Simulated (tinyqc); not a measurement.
# MOSFET in the linear regime without short-channel effects, parameter extraction from computed curves: extraction methods against the second mobility attenuation factor

Inversion charge Q = Cox n Vt W0(exp((Vg - VT)/(n Vt))), W0 the Lambert function and n = nf; u = Q/Cox; mobility mu = mu0/(1 + th1 u + th2 u^2); channel resistance Rch = (L - dL)/(W mu Q); Id = Vd/(Rch + Rsd/W). Cox = eps0 eox/tox. Small Vd, no channel-length or drain effects.

From the continuous curve Id(Vg): tangent at peak gm (V_ext = Vg - Id/gm); constant current Id = 0.1 uA W/L; peak of d2Id/dVg2; Y = Id/sqrt(gm) drawn through Vg = VT + 0.6 and VT + 0.8 V, with intercept VT_Y and slope s. Mobilities gm,max L/(W Cox Vd) and s^2 L/(W Cox Vd) with the drawn L. Last column: share of Rsd/W in the total resistance at VT + 0.8 V.

Parameters, values chosen for the exercise; channel values of the order met in silicon transistors:
```
symbol,value,unit,meaning
T,77,K,temperature
eox,21.8,,relative permittivity of the gate insulator (close to hafnium oxide)
tox,9,nm,insulator thickness
mu0,340,cm^2/(V s),low-field mobility
th1,0.48,1/V,first mobility attenuation factor
VT,0.29,V,threshold voltage
nf,1.39,,body factor
W,10,um,gate width
L,0.24,um,drawn gate length
dL,0.013,um,drawn less effective length
Rsd,150,ohm um,source plus drain resistance
Vd,0.025,V,drain voltage
```

Constants: q = 1.602176634e-19 C, kB = 1.380649e-23 J/K, Vt = kB T/q, eps0 = 8.8541878128e-14 F/cm where lengths are in cm. Results are converted to the units shown.

Result of one run:
columns A: V_ext (V); B: constant current (V); C: second derivative (V); D: VT_Y (V); E: mobility from gm (cm^2/(V s)); F: mobility from Y (cm^2/(V s)); G: series share (%)
```
A          B      C      D    E    F     G
0.294  0.290  0.287  0.403  278  537  19.2
```

Which second mobility attenuation factor th2 gave this result: 0, 0.06, 0.12, 0.18 or 0.3 1/V^2?

th2 = 0.3 1/V^2.

The whole series:
columns A: th2 (1/V^2); B: V_ext (V); C: constant current (V); D: second derivative (V); E: VT_Y (V); F: mobility from gm (cm^2/(V s)); G: mobility from Y (cm^2/(V s)); H: series share (%)
```
A         B      C      D      E    F    G     H
0     0.294  0.290  0.287  0.315  279  350  21.1
0.06  0.294  0.290  0.287  0.333  279  379  20.7
0.12  0.294  0.290  0.287  0.350  278  412  20.3
0.18  0.294  0.290  0.287  0.368  278  449  19.9
0.24  0.294  0.290  0.287  0.385  278  490  19.6
0.3   0.294  0.290  0.287  0.403  278  537  19.2
0.36  0.294  0.290  0.287  0.420  278  590  18.9
```

The model has VT = 0.29 V and mu0 = 340 cm^2/(V s). Over the table the extracted thresholds move by under 0.5 mV (tangent), under 0.5 mV (constant current), under 0.5 mV (second derivative), 100 mV (Y function). The mobility from gm stays near 278 and that from Y rises from 350 to 590 cm^2/(V s).

Numbers from tinyqc (`OMP_NUM_THREADS=1 python tinyqc.py 2210030 2210031 out.jsonl`; about 0.01 s on one thread of a shared Intel Xeon 2.30GHz).
